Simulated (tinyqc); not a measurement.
Inside a calculation: band edges of strained Si(1-x)Ge(x) on relaxed Si(1-y)Ge(y). Values are carried at full precision from step to step, so a last printed digit may differ when a step is redone from the rounded ones.

Values are linear in the Ge fraction but for ED(x) = linear - CD x (1 - x) and a(x) = linear - Ca x (1 - x). Energies are on the common scale of Ev.

Inputs chosen for the exercise (end members near Si and Ge, in this order; not measured data):
- a = (5.432, 5.652) angstrom (lattice constant)
- Dso = (0.044, 0.293) eV (spin-orbit splitting)
- av = (2.46, 1.26) eV (valence hydrostatic potential)
- b = (-2.07, -2.55) eV (tetragonal shear potential)
- d = (-4.78, -5.35) eV (trigonal shear potential)
- C11 = (165.5, 129.4) GPa
- C12 = (63.2, 47.6) GPa
- C44 = (80.2, 66.9) GPa
- Ev = (0, 0.64) eV (top of the unstrained valence band)
- ED = (1.139, 0.916) eV (gap to the Delta valleys)
- EL = (2.039, 0.744) eV (gap to the L valleys)
- aD = (1.85, 1.43) eV (hydrostatic potential of the Delta gap)
- aL = (-2.98, -2.78) eV (hydrostatic potential of the L gap)
- XuD = (9.22, 9.26) eV (uniaxial potential, Delta)
- XuL = (16.62, 14.56) eV (uniaxial potential, L)
- CD = 0.209 eV (bowing of the Delta gap)
- Ca = 0 angstrom (bowing of the lattice constant)
- x = 0.43 (Ge fraction of the layer)
- y = 0.77 (Ge fraction of the relaxed buffer)
- face = 001 (growth face)

## Values of the layer and the buffer

Interpolate at x and at y.

Interpolated values (a in angstrom, C11, C12, C44 in GPa, all else in eV):
```
symbol     layer    buffer
a         5.5266    5.6014
Dso       0.1511    0.2357
av        1.9440    1.5360
b        -2.2764   -2.4396
d        -5.0251   -5.2189
C11     149.9770  137.7030
C12      56.4920   51.1880
C44      74.4810   69.9590
Ev        0.2752    0.4928
ED        0.9919    0.9303
EL        1.4822    1.0418
aD        1.6694    1.5266
aL       -2.8940   -2.8260
XuD       9.2372    9.2508
XuL      15.7342   15.0338
```

## Strain of the layer on a (001) buffer

Coherent growth on a (001) face: e_par = (a(y) - a(x))/a(x), e_perp = -2 (C12/C11) e_par; exx = eyy = e_par, ezz = e_perp, no shear.

Use the elastic constants of the layer.

e_par = 0.013535
e_perp = -0.010196

strain tensor in the cubic axes:
```
          x         y          z
x  0.013535  0.000000   0.000000
y  0.000000  0.013535   0.000000
z  0.000000  0.000000  -0.010196
```

The layer is under tension in the plane; its volume changes by +1.687 %.

## Conduction valleys of the layer

A valley with unit axis u lies at Ev + gap + (av + a_valley) tr(e) + Xu (u.e.u - tr(e)/3); the Delta axes are x, y, z and the L axes [111], [1-1-1], [-11-1], [-1-11]. The second-order shift of the Delta valleys under shear is left out; it lowers the pair normal to the sheared plane by tens of meV at a shear of 1 %.

Give the hydrostatic shifts, the uniaxial shifts and the edges.

hydrostatic shifts of Delta and L (eV): 0.0610  -0.0160

uniaxial shifts (eV): Delta x 0.0731, Delta y 0.0731, Delta z -0.1461, L [111] 0.0000, L [1-1-1] 0.0000, L [-11-1] 0.0000, L [-1-11] 0.0000

valley edges (eV): Delta x 1.4011, Delta y 1.4011, Delta z 1.1819, L [111] 1.7413, L [1-1-1] 1.7413, L [-11-1] 1.7413, L [-1-11] 1.7413

The lowest set is Delta2 (the digit counts whole valleys) at 1.1819 eV; the Delta valleys spread over 219 meV and the L valleys over 0 meV.

## Valence edges of the layer

Valence edges: Ev plus the levels of the 6 x 6 matrix of X, Y, Z times spin with -Dso/3 + l exx + m (eyy + ezz) on the diagonal (cyclic), n exy off it, l = av + 2 b, m = av - b, n = sqrt(3) d. Spin-orbit term (Dso/3) L.sigma on X, Y, Z with (L_k)_ij = -i epsilon_kij: <X+|H|Y+> = -i Dso/3, <X+|H|Z-> = Dso/3, <Y+|H|Z-> = -i Dso/3, <Z+|H|X-> = -Dso/3, <Z+|H|Y-> = i Dso/3, <X-|H|Y-> = i Dso/3, and their conjugates; + and - are the spin along z.

Give the strain block and the three twofold edges.

strain block (eV):
```
         X        Y       Z
X  -0.0212        0       0
Y        0  -0.0212       0
Z        0        0  0.1408
```

edges from the top (eV): 0.3874  0.2540  0.1316

The top two edges are split by 133 meV.

## Gap and offsets against the buffer

Buffer: Ev(y) and Ec = Ev(y) + min(ED, EL). dEc = Ec(buffer) - Ec(layer), dEv = Ev(layer) - Ev(buffer); positive values confine the carrier in the layer; type I if both have one sign.

gap of the strained layer = 0.7946 eV
gap of the buffer = 0.9303 eV
dEc = 0.2412 eV
dEv = -0.1054 eV

Type II: electrons collect in the layer (241 meV) and holes in the buffer (105 meV). The relaxed layer would have a gap of 0.992 eV, so strain has moved it by -197 meV.

## Checks

- Mean of the three Delta edges against the hydrostatic shift alone (eV): both 1.32805.

Program tinyqc; command `OMP_NUM_THREADS=1 python tinyqc.py 1081327 1081328 out.jsonl`; about 0.02 s on one thread of a shared Intel(R) Xeon(R) Processor @ 2.30GHz.
